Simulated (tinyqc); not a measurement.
Core-level spacing from the offsets.

Inverse problem. For an overlayer B on a substrate A, dEv = (iB - iA) - (cB - vB) + (cA - vA) in binding energies, and dEc + dEv = EgB - EgA. Find dEv and the spacing iB - iA that a thin film must show.

Parameters, values chosen for the exercise:
- EgA = 0.67 eV (gap of the substrate A)
- EgB = 5.8 eV (gap of the overlayer B)

dEc = 1.2264706 eV
cA - vA = 51.433529 eV
cB - vB = 62.96 eV

Solution. The gaps give dEv, and the Kraut relation is solved for the spacing.

dEv = 3.9035 eV
iB - iA = 15.430 eV

Numbers from tinyqc (`OMP_NUM_THREADS=1 python tinyqc.py 2410017 2410018 out.jsonl`; about 0.01 s on one thread of a shared Intel Xeon 2.30GHz).
